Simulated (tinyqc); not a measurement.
Worked calculation: sp3s* tight binding with spin-orbit coupling. Values are carried at full precision from step to step, so a last printed digit may differ when a step is redone from the rounded ones.

sp3s* tight binding, nearest neighbours only: anion (a) at 0, cation (c) at a/4 (1,1,1), orbitals s, px, py, pz, s* on each; k in units of 2 pi/a. With phases e_j = exp(i (pi/2) k.n_j) for n = (1,1,1), (1,-1,-1), (-1,1,-1), (-1,-1,1): g0 = (e1+e2+e3+e4)/4, g1 = (e1+e2-e3-e4)/4, g2 = (e1-e2+e3-e4)/4, g3 = (e1-e2-e3+e4)/4. The diagonal holds the levels Esa, Epa, Exa (s*) and Esc, Epc, Exc. Anion-cation block: <sa|sc> = Vss g0; <sa|xc> = Vsapc g1; <xa|sc> = -Vscpa g1; <xa|xc> = Vxx g0; <xa|yc> = <ya|xc> = Vxy g3, <xa|zc> = <za|xc> = Vxy g2, <ya|zc> = <za|yc> = Vxy g1; <s*a|xc> = Vxapc g1; <xa|s*c> = -Vpaxc g1; y and z take g2 and g3 in place of g1; s-s* and s*-s* vanish.

Constants: hbar^2/2m0 = 3.80998211 eV angstrom^2.

Values chosen for the exercise (near a published set for SiC, fitted to gaps, whose masses and valley positions are rough; spin-orbit coupling, where it is added without a refit, lifts the valence top and shrinks all gaps by about a third of the splitting; shifted at random, so the results belong to these values and not to a real crystal): k = (0.43, 0.43, 0.43) 2 pi/a (wave vector); Esa = -8.557 eV (s level of the anion); Epa = 2.138 eV (p level of the anion); Esc = -4.865 eV (s level of the cation); Epc = 4.403 eV (p level of the cation); Exa = 9.772 eV (s* level of the anion); Exc = 9.44 eV (s* level of the cation); Vss = -12.264 eV (s-s); Vxx = 3.004 eV (px-px); Vxy = 5.905 eV (px-py); Vsapc = 9.454 eV (s anion, p cation); Vscpa = 9.283 eV (s cation, p anion); Vxapc = 8.631 eV (s* anion, p cation); Vpaxc = 4.432 eV (p anion, s* cation); Da = 0.006 eV (atomic spin-orbit splitting, anion); Dc = 0.044 eV (the same, cation); a = 4.361 angstrom (lattice constant).

## Phase sums

Form g0 to g3 at this k.

g0, g1, g2, g3: 0.47534-0.24443i  -0.30509+0.38082i  -0.30509+0.38082i  -0.30509+0.38082i

## The Hamiltonian without spin-orbit coupling

Fill in the 10 x 10 matrix.

H(k) (eV), lower triangle (Hermitian):
```
                  sa               xa               ya               za              s*a       sc
sa           -8.5570
xa                 0           2.1380
ya                 0                0           2.1380
za                 0                0                0           2.1380
s*a                0                0                0                0           9.7720
sc   -5.8295-2.9976i   2.8322+3.5351i   2.8322+3.5351i   2.8322+3.5351i                0  -4.8650
xc   -2.8843-3.6002i   1.4279+0.7343i  -1.8016-2.2487i  -1.8016-2.2487i  -2.6333-3.2868i        0
yc   -2.8843-3.6002i  -1.8016-2.2487i   1.4279+0.7343i  -1.8016-2.2487i  -2.6333-3.2868i        0
zc   -2.8843-3.6002i  -1.8016-2.2487i  -1.8016-2.2487i   1.4279+0.7343i  -2.6333-3.2868i        0
s*c                0   1.3522+1.6878i   1.3522+1.6878i   1.3522+1.6878i                0        0

         xc      yc      zc     s*c
xc   4.4030
yc        0  4.4030
zc        0       0  4.4030
s*c       0       0       0  9.4400
```

## Levels at this k

Diagonalise H, which belongs to k = (0.43, 0.43, 0.43) (2 pi/a). Four bands are filled (two electrons each); give the make-up of band 5, the lowest empty one.

levels (eV): -16.3530  -9.2857  -1.2694  -1.2694  3.6622  6.0047  7.8104  7.8104  11.8250  16.4778

weights of band 5: s 0.268, p 0.315, s* 0.417

weight of band 5 on atom a = 0.649

The vertical gap at this k is 4.9316 eV; band 5 is mostly s*-like.

## Levels at Gamma

Spin-orbit coupling acts within the p shell of each atom as (D/3) L.sigma, D = Da or Dc: it puts four states at Ep + D/3 and two at Ep - 2D/3.

At k = 0 only g0 = 1 is left and H falls into 2 x 2 blocks [[E_a, V], [V, E_c]] with roots (E_a + E_c)/2 -/+ sqrt(((E_a - E_c)/2)^2 + V^2); the s* levels stay uncoupled. The direct gap runs from the highest lower root of the p blocks to the lowest upper root.

Blocks at Gamma (eV):
```
block               E_a      E_c         V  lower root  upper root
s (Gamma6)      -8.5570  -4.8650  -12.2640    -19.1132      5.6912
p 3/2 (Gamma8)   2.1400   4.4177    3.0040      0.0662      6.4915
p 1/2 (Gamma7)   2.1340   4.3737    3.0040      0.0479      6.4598
```

direct gap at Gamma = 5.6249 eV

The lowest empty level at Gamma is s-like. The split-off band lies 0.0183 eV below the top, between Dc = 0.044 and Da = 0.006 eV, weighted by where the valence p state sits.

## Bands near the gap

Diagonalise at L = (1/2,1/2,1/2), X = (1,0,0), W = (1,1/2,0), K = (3/4,3/4,0) and at the fractions named between them; energies from the top of the valence band at Gamma; the matrix is 20 x 20 and 8 levels are filled.

Levels (eV):
```
k        level 3  level 5  level 7  level 8  level 9  level 10  level 11
L         -9.817   -1.399   -1.385   -1.385    3.547     3.547     5.862
L-G 0.5   -5.400   -0.767   -0.754   -0.754    4.320     4.320     6.468
G         -0.018    0.000    0.000    0.000    5.625     5.625     6.394
G-X 0.2   -1.473   -0.376   -0.364   -0.364    5.397     5.397     6.195
G-X 0.4   -4.366   -1.187   -1.176   -1.176    4.042     4.042     6.447
G-X 0.6   -7.417   -2.018   -2.008   -2.008    3.050     3.050     6.095
G-X 0.7   -8.842   -2.353   -2.343   -2.343    2.727     2.727     5.849
G-X 0.8  -10.132   -2.604   -2.595   -2.595    2.511     2.511     5.629
G-X 0.9  -11.184   -2.760   -2.751   -2.751    2.390     2.390     5.477
X        -11.663   -2.813   -2.804   -2.804    2.351     2.351     5.423
W        -11.664   -2.819   -2.805   -2.802    2.347     2.356     5.422
K        -11.391   -3.024   -2.392   -2.392    2.441     2.448     5.455
K-G 0.5   -6.632   -1.833   -0.856   -0.856    3.953     3.962     5.997
```

On these points the lowest empty level is lowest at W, 2.347 eV above the top. The band is nearly flat from X to W in this model, an artefact of nearest-neighbour coupling.

## Valleys and masses

The lowest conduction level (mean of the pair) at Gamma, at its minimum on (x,0,0) for x from 0.5 to 1, and at the point L (L, and X where the search ends there, need not be minima in this model; a zero or negative inverse mass shows it). Inverse masses m0/m = (E(+h) + E(-h) - 2 E)/(2 c q^2) with c = hbar^2/2m0, q = h 2 pi/a, h = 0.002; longitudinal along the valley axis ([100] at Gamma and Delta, [111] at L), transverse along [010] or [1-10]. A dash: the next level lies within 0.15 eV, so a single mass has no use there.

Valleys:
```
valley  x (2 pi/a)  E - Ev (eV)  m0/m_l  m0/m_t
Gamma       0.0000       5.6249    2.44    2.44
Delta       1.0000       2.3515    0.48    0.00
L           0.5000       3.5471    0.41   -0.96
```

Of these three the lowest is the Delta line, which makes the gap indirect, 2.3515 eV. A negative value marks a point that is no minimum along that axis. At Delta m0/m_t is 0.00. This nearest-neighbour model is fitted to gaps: it places the Delta minimum and the masses at Delta and L only roughly (transverse masses can be several times too heavy), and since its bands are flat from X to W the transverse mass grows too heavy towards X; d orbitals or second neighbours cure this.

## Checks

- Direct gap at Gamma from the blocks against the full matrix: both 5.62494.

Run: tinyqc, `OMP_NUM_THREADS=1 python tinyqc.py 1450315 1450316 out.jsonl`; Intel(R) Xeon(R) Processor @ 2.30GHz, one thread, shared host; about 0.2 s of CPU time with all checks.
